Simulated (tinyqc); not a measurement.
## Single-junction solar cell, detailed-balance limit: effect of the temperature of the black-body sun

Every photon above the gap Eg makes one pair and none below is absorbed; carriers thermalise at T and move without loss. Jsc = q fs X Phi(Eg, Ts); the dark current is J0 = q ge Phi(Eg, T)/ERE with the Boltzmann factor exp(V/Vt). The efficiency is the electrical power over fs X sigma Ts^4.

Photon flux above E from a black body at temperature T into a hemisphere: Phi(E, T) = A sum_k exp(-k E/th)[E^2 th/k + 2 E th^2/k^2 + 2 th^3/k^3], k = 1, 2, ..., with th = kB T/q in eV and A = 2 pi q^3/(h^3 c^2). J(V) = Jsc - J0 (exp(V/Vt) - 1); Voc = Vt ln(1 + Jsc/J0); at maximum power v = Vmp/Vt solves (1 + v) exp(v) = 1 + Jsc/J0. Pin = fs X sigma Ts^4, sigma = 2 pi^5 kB^4/(15 h^3 c^2). FF = Vmp Jmp/(Voc Jsc).

Inputs (values chosen for the exercise):
- T = 350 K (cell temperature)
- fs = 2.16e-5 (share of the hemisphere filled by the sun)
- X = 10 (concentration)
- ERE = 0.01 (external radiative efficiency)
- ge = 2 (number of faces that emit)
- Eg = 1.15 eV (band gap)

Constants: q = 1.602176634e-19 C, kB = 1.380649e-23 J/K, h = 6.62607015e-34 J s, c = 299792458 m/s, Vt = kB T/q. Results are converted to the units shown.

Effect of the temperature of the black-body sun:
```
Ts (K),Jsc (mA/cm^2),Voc (V),Eg/q - Voc (V),FF,efficiency (%)
3000,21.312,0.67806,0.47194,0.82342,11.994
3700,67.571,0.71286,0.43714,0.82972,17.411
4400,157.90,0.73846,0.41154,0.83404,21.184
5100,306.67,0.75848,0.39152,0.83726,23.504
5800,527.29,0.77483,0.37517,0.83979,24.754
6500,832.39,0.78860,0.36140,0.84185,25.275
7200,1234.1,0.80048,0.34952,0.84358,25.317
7900,1744.1,0.81091,0.33909,0.84507,25.052
```

As Ts goes from 3000 to 7900 K, Jsc rises from 21.3 to 1740 mA/cm^2, Voc rises from 0.678 to 0.811 V and the efficiency goes from 12.0 through a maximum of 25.3 (at Ts = 7200 K among the rows listed) to 25.1 %.

tinyqc, about 0.01 s, one thread, Intel Xeon 2.30GHz (shared host): `OMP_NUM_THREADS=1 python tinyqc.py 2820020 2820021 out.jsonl`
